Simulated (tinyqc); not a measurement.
# Gate voltage from the surface potential

Question. At the source end, Vgs + Vsb - Vfb - psi = gamma sqrt(G), G = psi - Vt + Vt exp((psi - 2 phiF - Vsb)/Vt), and the voltage over the insulator is gamma sqrt(G). Find that voltage and Vgs.

Parameters, values chosen for the exercise: temperature T = 300 K; flat-band voltage Vfb = -0.6 V; source-body reverse bias Vsb = 0.5 V.

Constants: q = 1.602176634e-19 C, kB = 1.380649e-23 J/K, Vt = kB T/q. Results are converted to the units shown.

psi = 1.6953627 V
phiF = 0.54291906 V
gamma = 0.58329400 V^0.5

Solution. In this direction the relation is explicit: no iteration is needed.

voltage over the insulator = 1.085 V
Vgs = 1.680 V

Computed by the program tinyqc: `OMP_NUM_THREADS=1 python tinyqc.py 2360011 2360012 out.jsonl`, one thread of a shared Intel Xeon 2.30GHz, about 0.03 s for the whole run.
